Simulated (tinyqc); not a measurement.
# Mobility, diffusion coefficient and lifetime from two collectors

Question. For an injected sheet in a field F the peak time tp at distance L obeys u^2 tp^2 + 2 D tp = L^2 with u^2 = v^2 + 4 D/tau, and the pulse area goes as exp(L (v - u)/(2 D)); v = mu F. Find u, D, mu and tau without using the Einstein relation.

Inputs (values chosen for the exercise): sweep field along the drift F = 13 V/cm.

distances (um): 870  2300
peak times (us): 12.1918343  32.7113111
ratio of the areas, far over near = 0.0237383327

Answer. The two peak times give two linear equations for u^2 and D; the area ratio gives v - u, and u^2 - v^2 = 4 D/tau gives tau.

u = 6968 cm/s
D = 14.42 cm^2/s
mu = 478.0 cm^2/(V s)
tau = 5.800e-6 s

Computed by the program tinyqc: `OMP_NUM_THREADS=1 python tinyqc.py 2310010 2310011 out.jsonl`, one thread of a shared Intel Xeon 2.30GHz, about 0.01 s for the whole run.
